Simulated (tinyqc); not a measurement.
Inside a calculation. Model: heat flow across a film from the phonon Boltzmann equation in the relaxation-time approximation. Computed by tinyqc, a small Python program that keeps every step. Command: `OMP_NUM_THREADS=1 python tinyqc.py 3000313 3000314 out.jsonl slabbte walk`. One thread of a shared host (Intel(R) Xeon(R) Processor @ 2.30GHz), about 0.01 s of CPU time with the checks. Intermediate numbers are printed to about 6 digits and carried at full precision; extremes and crossings named in words are read from the listed rows.

Two black walls, hot at x = 0 and cold at x = L, emit phonons isotropically. For one free path Lambda, with tau = x/Lambda, tau_L = L/Lambda and phi = (T - T_cold)/Delta T, energy balance gives phi(tau) = (1/2) [E2(tau) + int_0^tau_L phi(s) E1(|tau - s|) ds]; E_n are the exponential integrals. The flux over the ballistic flux C v Delta T/4 is psi = 1 - 2 int_0^tau_L phi(s) E2(s) ds, and kappa_eff/kappa = (3/4) tau_L psi. kappa = C v Lambda/3 is an input, so at fixed kappa a longer free path means a smaller C v.

Inputs (values chosen for the exercise, modelled on indium phosphide): bulk conductivity kappa = 65.2 W/(m K); film thickness L = 550 nm; wall temperature difference Delta T = 1.7 K; free path Lambda_1 = 95 nm; cells n in the small system = 4.

Free-path groups: one.

## The small linear system for Lambda_1

Cut the film into n equal cells with constant phi, collocated at the centres c_i: the kernel integrates to A_ij = |E2(|c_i - e_j|) - E2(|c_i - e_(j+1)|)|/2 for cell edges e_j, and A_ii = 1 - E2(half a cell); solve (1 - A) phi = E2(c)/2; psi = 1 - 2 sum_j phi_j [E3(e_j) - E3(e_(j+1))].

optical thickness tau_L = 5.78947

1 - A:
$$\begin{pmatrix}
0.226290 & -0.098105 & -0.012523 & -0.002055 \\
-0.098105 & 0.226290 & -0.098105 & -0.012523 \\
-0.012523 & -0.098105 & 0.226290 & -0.098105 \\
-0.002055 & -0.012523 & -0.098105 & 0.226290
\end{pmatrix}$$

right-hand side E2(c)/2: [0.113145, 0.0150403, 0.00251701, 4.61882e-04]

flux weights E3(e_j) - E3(e_(j+1)): [0.439271, 0.0506026, 0.00826565, 0.00150056]

## Temperature profile and flux in the small system

In short, (1 - A) phi = b and psi = 1 - 2 sum_j w_j phi_j, with b the right-hand side and w_j the flux weights; the cells divide 0 to tau_L.

phi at the cell centres: [0.781840, 0.593657, 0.406343, 0.218160]

psi, small system = 0.245667

## Fine solution for Lambda_1

Use 150 and 300 cells and extrapolate psi = (4 psi(300) - psi(150))/3. The jump at the hot wall is 1 - phi there (linear extrapolation from the first two of 300 cells). Two-flux (diffusion with slip) formula: psi = 1/(1 + 3 tau_L/4).

psi for Lambda_1 = 0.184922

kappa_eff/kappa for Lambda_1 = 0.802949

jump at the wall / Delta T for Lambda_1 = 0.0806847

psi, two-flux formula = 0.187192

The small system misses psi by +32.85 %, since its cells are thicker than a free path, and the two-flux formula by +1.2 %. Transport is nearly diffusive: the jumps are small.

## Conductivity, flux and boundary resistance of the film

Each group is solved on its own with 150 and 300 cells, psi = (4 psi(300) - psi(150))/3, and weighted by its share of kappa. Flux J = kappa_eff Delta T/L; apparent boundary resistance per wall (L/kappa_eff - L/kappa)/2.

kappa_eff = 52.3523 W/(m K)

kappa_eff/kappa = 0.802949

flux J = 0.161816 GW/m^2

apparent resistance per wall = 1.03509 m^2 K/GW

## Exact and approximate size effects

Two-flux: kappa_eff/kappa = sum f_i/(1 + 4 Lambda_i/(3 L)). Matthiessen with the thickness: sum f_i/(1 + Lambda_i/L). Ballistic limit: sum f_i 3 L/(4 Lambda_i).

Kappa_eff/kappa:
```
L (nm)  Boltzmann   two-flux  Matthiessen  ballistic limit
2.9     0.0222422  0.0223823    0.0296221        0.0228947
9.5     0.0686777  0.0697674    0.0909091            0.075
24       0.155139   0.159292     0.201681         0.189474
57       0.300287   0.310345        0.375             0.45
140      0.510102      0.525     0.595745          1.10526
380      0.737916       0.75          0.8                3
950      0.875620   0.882353     0.909091              7.5
2400     0.947002   0.949868     0.961924          18.9474
```

The two-flux formula lies above the Boltzmann result by at most about 3.3 % (at L = 57 nm); the Matthiessen form is high by up to 33 %, since it misses the factor 3/4 of the ballistic limit. The thinnest film reaches 97 % of that limit, and the thickest, 25 Lambda_1, only 95 % of the bulk value. Rows below about 10 nm are near the phonon wavelength, where a particle picture fails.

Checks made by the program: symmetry phi(tau) + phi(tau_L - tau) = 1 (relative difference below 1e-10); thick-film limit psi = 1/(3 tau_L/4 + 1.0657) at tau_L = 20 (relative difference 2e-04).
